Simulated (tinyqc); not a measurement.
Special k points of the fcc lattice, step by step. Values are carried at full precision from step to step, so a last printed digit may differ when a step is redone from the rounded ones.

Lattice vectors in units of a: a1 = (0, 1/2, 1/2), a2 = (1/2, 0, 1/2), a3 = (1/2, 1/2, 0); reciprocal vectors b_i with a_i . b_j = 2 pi delta_ij. Mesh: k = sum_i f_i b_i with f_i = (2 j_i + shift)/(2 N), j_i = 0 .. N-1. The point group of the lattice has 48 operations; only those that map the mesh onto itself are used.

Parameters, chosen for this exercise:
- N = 4 (points along each reciprocal vector)
- shift = 0 (half steps)
- D = 1.28 eV (half gap term)
- t = 0.49 eV (coupling)
- e0 = 3.49 eV (offset)

## Irreducible points and weights

Join points that an operation carries into one another (modulo reciprocal vectors); list each class by its first point in the order of (j1, j2, ...).

Irreducible points:
```
f1          f2      f3  weight
0.0000  0.0000  0.0000       1
0.0000  0.0000  0.2500       8
0.0000  0.0000  0.5000       4
0.0000  0.2500  0.2500       6
0.0000  0.2500  0.5000      24
0.0000  0.2500  0.7500      12
0.0000  0.5000  0.5000       3
0.2500  0.5000  0.7500       6
```

operations that keep the mesh = 48
irreducible points = 8

The weights add up to 64 = N^3; symmetry saves a factor 8.0.

## Which stars the mesh integrates

A_m(k) = sum over the m-th star of lattice vectors R of cos(k . R), stars in order of length: m = 1: |R|^2 = 0.5, 12 vectors, such as (1, 0, 0) in the basis a_i; m = 2: |R|^2 = 1, 6 vectors, such as (1, 1, -1) in the basis a_i; m = 3: |R|^2 = 1.5, 24 vectors, such as (2, 0, -1) in the basis a_i; m = 4: |R|^2 = 2, 12 vectors, such as (2, 0, 0) in the basis a_i; m = 5: |R|^2 = 2.5, 24 vectors, such as (2, 1, -1) in the basis a_i; m = 6: |R|^2 = 3, 8 vectors, such as (3, -1, -1) in the basis a_i. The zone mean of every A_m is zero.

Lattice vectors in units of a: a1 = (0, 1/2, 1/2), a2 = (1/2, 0, 1/2), a3 = (1/2, 1/2, 0); f are fractions of the reciprocal vectors. Evaluate the first six A_m at each irreducible point (k . R = 2 pi sum f_i n_i) and form the weighted means.

A_m at the points, rows 1, 2, 3, 4, 5, 6, 7, 8; columns m=1, m=2, m=3, m=4, m=5, m=6:
```
[[12.000, 6.000, 24.000, 12.000, 24.000, 8.000],
 [6.000, 0.000, 0.000, 0.000, -12.000, 0.000],
 [0.000, -6.000, 0.000, 12.000, 0.000, -8.000],
 [4.000, 2.000, -8.000, -4.000, 8.000, -8.000],
 [-2.000, 0.000, 0.000, 0.000, 4.000, 0.000],
 [0.000, -2.000, 0.000, -4.000, 0.000, 8.000],
 [-4.000, 6.000, -8.000, 12.000, -8.000, 8.000],
 [-4.000, 2.000, 8.000, -4.000, -8.000, -8.000]]
```

weighted means: m=1 0.000, m=2 0.000, m=3 0.000, m=4 0.000, m=5 0.000, m=6 0.000

All six means vanish: the mesh is exact for functions whose Fourier series ends within these stars.

## A zone average from the irreducible points

Test function, the lower band of a two-band insulator: E(k) = -sqrt(D^2 + (e0 - t A_1(k))^2).

Lattice vectors in units of a: a1 = (0, 1/2, 1/2), a2 = (1/2, 0, 1/2), a3 = (1/2, 1/2, 0). Evaluate E at each point and take the weighted mean; the reference uses the unshifted mesh with N = 24.

E at the points (eV): [-2.7112, -1.3932, -3.7173, -1.9948, -4.6497, -3.7173, -5.5983, -5.5983]

weighted mean = -3.8637 eV
reference mean = -3.8782 eV

The error is +14.46 meV with 8 points.

## Checks

- Weighted mean over irreducible points against the plain mean over the whole mesh (eV): both -3.863734.
- Reference mean against a mesh of N = 30 (eV): both -3.8782.

tinyqc: `OMP_NUM_THREADS=1 python tinyqc.py 1680021 1680022 out.jsonl`; about 0.2 s, one thread, shared Intel(R) Xeon(R) Processor @ 2.30GHz.
